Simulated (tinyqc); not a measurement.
Carrier lifetime of a p-type layer with SRH, radiative, Auger and surface recombination: one step of the calculation.

Uniform excess density dn = dp (no trapping), n = n0 + dn, p = p0 + dn, Boltzmann statistics, full ionisation. Surfaces enter as a rate 2 S dn/d, which holds while diffusion to them is fast.

Question. New dn. With e = n p - ni^2 = dn (n0 + p0 + dn): U_SRH = e/(tp0 (n + n1) + tn0 (p + p1)), U_rad = B e, U_Aug = (Cn n + Cp p) e, U_s = 2 S dn/d. Substitution: tau = dn/U with U the sum, dn(new) = G tau.

Parameters, values chosen for the exercise; band and dielectric values close to those of silicon: radiative coefficient B = 4.72e-15 cm^3/s; Auger coefficient (two electrons) Cn = 3.6e-31 cm^6/s; Auger coefficient (two holes) Cp = 1.1e-31 cm^6/s; surface recombination velocity (both faces) S = 0 cm/s; sample thickness d = 50 um; generation rate G = 1.5e21 cm^-3 s^-1.

dn after iteration 1 = 1.6652182e14 cm^-3
n0 = 4.2976660e8 cm^-3
p0 = 2.9000043e14 cm^-3
n1 = 1.5931278e11 cm^-3
p1 = 7.8231327e11 cm^-3
tn0 = 1.2860082e-8 s
tp0 = 1.9290123e-7 s

Wanted: U_SRH; U_rad; U_Aug; U_s; tau; dn after iteration 2.

Answer.

U_SRH = 1.999e21 cm^-3 s^-1
U_rad = 3.588e14 cm^-3 s^-1
U_Aug = 8.375e12 cm^-3 s^-1
U_s = 0 cm^-3 s^-1
tau = 8.331e-8 s
dn after iteration 2 = 1.250e14 cm^-3

Numbers from tinyqc (`OMP_NUM_THREADS=1 python tinyqc.py 2300052 2300053 out.jsonl`; about 0.01 s on one thread of a shared Intel Xeon 2.30GHz).
